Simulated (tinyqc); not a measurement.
Dopants and charged point defects at anneal temperature: Fermi-level effect, clustering and pairing. Changing the anneal temperature T. Computed by tinyqc, a small Python program. Command: `OMP_NUM_THREADS=1 python tinyqc.py 3011363 3011364 out.jsonl pairing sweep`. One thread of a shared host (Intel(R) Xeon(R) Processor @ 2.30GHz), about 0.04 s of CPU time with the checks.

Boltzmann statistics and full ionisation of active dopants. Energies are counted from the valence band; the defect (a vacancy or self-interstitial) has five charge states, with all degeneracy factors one.

Inputs (values chosen for the exercise, with bands modelled on germanium):
```
quantity                                         value   unit
gap at 0 K E_g0                                  0.755     eV
Varshni alpha                                 0.000494   eV/K
Varshni beta                                       229      K
electron mass m_e                                0.223    m_0
valleys M_c                                          4      -
hole mass m_h                                    0.343    m_0
total dopant density N                         4.9e+20  cm^-3
formation enthalpy of the neutral defect H_f      2.65     eV
formation entropy S_f                              9.1    k_B
site density N_s                               4.7e+22  cm^-3
dopant atoms per cluster k                           4      -
cluster binding energy E_b                        1.75     eV
```

Dopant: acceptor. Second part: clustering of the dopant.

defect levels as fractions of E_g(T): (2+/+), (+/0), (0/-), (-/2-): 0.14  0.19  0.59  0.83

Constants: m_0 = 9.1093837015e-31 kg; k_B = 1.380649e-23 J/K; h = 6.62607015e-34 J s; k_B = 8.617333262e-05 eV/K.

Method:
- E_g = E_g0 - alpha T^2/(T + beta).
- N_c = 2 M_c (2 pi m_e k_B T/h^2)^(3/2) and N_v = 2 (2 pi m_h k_B T/h^2)^(3/2), masses in units of m_0.
- n_i = sqrt(N_c N_v) exp(-E_g/2 k_B T); E_i = E_g/2 + (k_B T/2) ln(N_v/N_c).
- p = A/2 + sqrt(A^2/4 + n_i^2) for an active density A.
- k ionised dopants and k carriers form one neutral cluster: C = N_s (A/N_s)^k (p/N_b)^k exp(E_b/k_B T), N_b the effective density of states of the majority band, and N = A + k C (60 bisections in ln A between ln N - 90 and ln N).
- chi = n/n_i (for acceptors n_i/p); E_F = E_i + k_B T ln chi; field enhancement h = 1 + A/sqrt(A^2 + 4 n_i^2).
- C_0 = N_s exp(S_f/k_B) exp(-H_f/k_B T). Ratios to the neutral state at E_F = E_i: r_+ = exp((E(+/0) - E_i)/k_B T), r_2+ = r_+ exp((E(2+/+) - E_i)/k_B T), r_- = exp((E_i - E(0/-))/k_B T), r_2- = r_- exp((E_i - E(-/2-))/k_B T); at other E_F state q scales as chi^(-q). The enhancement is sum r_q chi^(-q)/sum r_q. The charge on the defects is left out of neutrality.

One run for each value; columns: (1) anneal temperature T (K); (2) all defects, doped (cm^-3); (3) enhancement over intrinsic; (4) n_i (cm^-3); (5) active density A (cm^-3); (6) mean charge (e):
```
(1)          (2)     (3)         (4)         (5)     (6)
630   2.4818e+06  6.8008  1.7367e+17  7.1635e+18  1.4667
694   2.4545e+08  7.0106  4.0203e+17  1.1153e+19  1.5023
759   1.1709e+10  7.0224  8.2731e+17  1.6284e+19  1.5280
823   2.8785e+11  6.8740  1.5237e+18  2.2384e+19  1.5459
887   4.4313e+12  6.6068  2.5942e+18  2.9477e+19  1.5584
951   4.6978e+13  6.2587  4.1456e+18  3.7490e+19  1.5668
1020  4.2783e+14  5.8308  6.4848e+18  4.7054e+19  1.5724
1080  2.3152e+15  5.4397  9.1879e+18  5.6046e+19  1.5749
```

Over the rows, all defects, doped (cm^-3) rises from 2.48e6 to 2.32e15 (exponent d ln y / d ln x 47 between the first rows and 30 between the last); enhancement over intrinsic goes from 6.80 through a maximum among these rows, 7.02 at 759, to 5.44; n_i (cm^-3) rises from 1.74e17 to 9.19e18 (exponent d ln y / d ln x 8.7 between the first rows and 6.1 between the last). A line through ln(all defects) against 1/(k_B T) gives 2.69 eV, against H_f = 2.65 eV for the neutral state alone.

Caution (rows 887, 951, 1020, 1080): the carrier density exceeds the effective density of states, where Boltzmann statistics understate the shift of E_F and so the density of charged defects (gap narrowing, also left out, works the other way).

Extremes, crossings and ranges named in words are read from the listed rows.
